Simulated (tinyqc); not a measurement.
One electron in a tunnel-coupled double dot: charge qubit, sensing and quantum capacitance: two steps of the calculation.

Basis (left, right), H = [[ep/2, tc], [tc, -ep/2]], splitting Om = sqrt(ep^2 + 4 tc^2), ep = al times the gate voltage. In equilibrium the electron is on the right with the chance P_R = [1 + (ep/Om) tanh(Om/2 kB T)]/2.

Inputs (values chosen for the exercise):
- tc = 4.1 ueV (tunnel coupling)
- T = 0.15 K (electron temperature)
- al = 0.51 eV/V (lever arm of the gate on the detuning)
- Cp = 0.67 pF (parasitic capacitance of the resonator)
- f0 = 519 MHz (resonator frequency)
- Q = 45 (loaded quality factor)
- se = 0.38 ueV (deviation of quasi-static detuning noise)
- ep = -11 ueV (detuning)

Constants: q = 1.602176634e-19 C, kB = 1.380649e-23 J/K, hbar = 1.054571817e-34 J s, h = 6.62607015e-34 J s, Vt = kB T/q. Results are converted to the units shown.

Question 1. Capacitance seen by a resonator. q^2 al^2 dP_R/d(ep) splits into Cq = q^2 al^2 (2 tc^2/Om^3) tanh(Om/2 kB T) and Ct = q^2 al^2 (ep/Om)^2/(4 kB T cosh^2(Om/2 kB T)); Ct appears only if relaxation is faster than the drive. A resonator of frequency f0, capacitance Cp and quality factor Q shifts by df = -f0 Cq/(2 Cp) and its phase by -2 Q Cq/Cp.

Wanted: Cq; Ct; df; phase shift.

Answer 1.

Cq = 263.60 aF
Ct = 395.75 aF
df = -102.10 kHz
phase shift = -2028.8 millidegree

Question 2. Dephasing by charge noise. Noise in ep shifts Om by (ep/Om) d + (2 tc^2/Om^3) d^2. For Gaussian d of deviation se the spread of Om is sqrt[(ep se/Om)^2 + 2 (2 tc^2 se^2/Om^3)^2], and T2* is estimated as sqrt(2) hbar/spread; Om T2*/h counts the oscillations within T2*.

Find: first-order spread; second-order spread; T2*; oscillations within T2*.

Answer 2.

first-order spread = 0.3047 ueV
second-order spread = 0.002658 ueV
T2* = 3.055 ns
oscillations within T2* = 10.14

At ep = 0 the first-order term vanishes and T2* would be 74.8 ns.

tinyqc, about 0.01 s, one thread, Intel Xeon 2.30GHz (shared host): `OMP_NUM_THREADS=1 python tinyqc.py 2470021 2470022 out.jsonl`
